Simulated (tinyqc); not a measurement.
Quasiparticle equation with a plasmon-pole self-energy for two band edges: one step. All solutions for the valence state. Four cases, with inputs chosen for the exercise.

Task: Multiplying out gives a cubic; give its three roots and their weights Z.

For each edge E = e + X + Sc(E), with the correlation part Sc(E) = A[0]/(E - a + w) + A[1]/(E - b - w); a and b are the valence and conduction energies that enter the Green function (a = ev, b = ec in the one-shot scheme). Z = 1/(1 - dSc/dE), dSc/dE = -A[0]/(E - a + w)^2 - A[1]/(E - b - w)^2.

Give: roots; weights.

Case 1.

Values chosen (scales of the order of those of SiO2; the results hold for these values, not for the real material): ev = 0 eV (mean-field valence top); ec = 5.48 eV (mean-field conduction edge); w = 20.7 eV (pole energy); Av = (88.2, 30.2) eV^2 (weights of the valence state on the hole and electron poles); Ac = (31.4, 79.8) eV^2 (the same for the conduction state); Xv = -6.3 eV (exchange minus the mean-field potential, valence); Xc = 4.16 eV (the same, conduction).

Result:

roots (eV): [-25.451, -2.505, 27.136]

weights: [0.2033, 0.7674, 0.0293]

The weights add up to 1. The satellite below lies 22.95 eV from the main peak, 11 % more than w: this scheme places plasmon satellites too far out, and gives one where a cumulant form gives a series.

Case 2.

Values chosen (scales of the order of those of SiC; the results hold for these values, not for the real material): ev = 0 eV (mean-field valence top); ec = 2.28 eV (mean-field conduction edge); w = 20.7 eV (pole energy); Av = (79.3, 32.1) eV^2 (weights of the valence state on the hole and electron poles); Ac = (30, 67.5) eV^2 (the same for the conduction state); Xv = -2.96 eV (exchange minus the mean-field potential, valence); Xc = 2.62 eV (the same, conduction).

Result:

roots (eV): [-24.501, -0.421, 24.242]

weights: [0.1538, 0.7991, 0.0472]

The weights add up to 1. The satellite below lies 24.08 eV from the main peak, 16 % more than w: this scheme places plasmon satellites too far out, and gives one where a cumulant form gives a series.

Case 3.

Values chosen (scales of the order of those of HfO2; the results hold for these values, not for the real material): ev = 0 eV (mean-field valence top); ec = 4.27 eV (mean-field conduction edge); w = 13.9 eV (pole energy); Av = (38.7, 21.9) eV^2 (weights of the valence state on the hole and electron poles); Ac = (22.5, 35.2) eV^2 (the same for the conduction state); Xv = -2.51 eV (exchange minus the mean-field potential, valence); Xc = 2.15 eV (the same, conduction).

Result:

roots (eV): [-16.744, -0.730, 19.234]

weights: [0.1724, 0.7786, 0.0491]

The weights add up to 1. The satellite below lies 16.01 eV from the main peak, 15 % more than w: this scheme places plasmon satellites too far out, and gives one where a cumulant form gives a series.

Case 4.

Values chosen (scales of the order of those of diamond; the results hold for these values, not for the real material): ev = 0 eV (mean-field valence top); ec = 4.32 eV (mean-field conduction edge); w = 27.9 eV (pole energy); Av = (118, 51) eV^2 (weights of the valence state on the hole and electron poles); Ac = (46.2, 113.2) eV^2 (the same for the conduction state); Xv = -3.54 eV (exchange minus the mean-field potential, valence); Xc = 3.11 eV (the same, conduction).

Result:

roots (eV): [-32.143, -0.742, 33.665]

weights: [0.1322, 0.8285, 0.0393]

The weights add up to 1. The satellite below lies 31.40 eV from the main peak, 13 % more than w: this scheme places plasmon satellites too far out, and gives one where a cumulant form gives a series.

Computed by tinyqc, one run a case: `OMP_NUM_THREADS=1 python tinyqc.py N N+1 out.jsonl` with N = 1850014, 1850082, 1850116, 1850131; one thread of a shared Intel(R) Xeon(R) Processor @ 2.30GHz, about 0.02 s a run at most.
